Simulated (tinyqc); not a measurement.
Worked calculation: plane-wave Kohn-Sham cycle with exchange-only LDA in a layered model solid. One step of it, computed by the program tinyqc.

Question. Iteration 1: potential. V_H(G) = 4 pi rho(G)/G^2 for G != 0 (uniform background); v_x = -(3 rho/pi)^(1/3); V = V_ext + V_H + v_x; Fourier components f(G_m) = (1/N) sum_j f(x_j) exp(-i G_m x_j).

A solid whose potential varies along x alone (atomic units):

| parameter | value |
|---|---|
| period a | 11.500000 |
| cross-section of the cell | 28.000000 |
| electrons per cell | 2 |
| grid points | 16 |
| plane waves -n..n, n | 2 |
| k points | 3 |
| V1 in V1 cos(2 pi x/a) | -0.310000 |

density at the start, on the grid x_j = j a/N (e/bohr^3): 0.00621118  0.00621118  0.00621118  0.00621118  0.00621118  0.00621118  0.00621118  0.00621118  0.00621118  0.00621118  0.00621118  0.00621118  0.00621118  0.00621118  0.00621118  0.00621118

Give: Potentials on the grid; V(G_m), m = 0, 1, 2, ....

Answer.

Potentials on the grid (hartree):

| x | V_ext | V_H | v_x | V |
|---|---|---|---|---|
| 0.0000 | -0.3100 | 0.0000 | -0.1810 | -0.4910 |
| 0.7188 | -0.2864 | 0.0000 | -0.1810 | -0.4674 |
| 1.4375 | -0.2192 | 0.0000 | -0.1810 | -0.4002 |
| 2.1562 | -0.1186 | 0.0000 | -0.1810 | -0.2996 |
| 2.8750 | 0 | 0.0000 | -0.1810 | -0.1810 |
| 3.5938 | 0.1186 | 0.0000 | -0.1810 | -0.0624 |
| 4.3125 | 0.2192 | 0.0000 | -0.1810 | 0.0382 |
| 5.0312 | 0.2864 | 0.0000 | -0.1810 | 0.1054 |
| 5.7500 | 0.3100 | 0.0000 | -0.1810 | 0.1290 |
| 6.4688 | 0.2864 | 0.0000 | -0.1810 | 0.1054 |
| 7.1875 | 0.2192 | 0.0000 | -0.1810 | 0.0382 |
| 7.9062 | 0.1186 | 0.0000 | -0.1810 | -0.0624 |
| 8.6250 | 0 | 0.0000 | -0.1810 | -0.1810 |
| 9.3438 | -0.1186 | 0.0000 | -0.1810 | -0.2996 |
| 10.0625 | -0.2192 | 0.0000 | -0.1810 | -0.4002 |
| 10.7812 | -0.2864 | 0.0000 | -0.1810 | -0.4674 |

V(G_m), m = 0, 1, 2, ... (hartree): -0.1810  -0.1550  0.0000  0.0000  0.0000
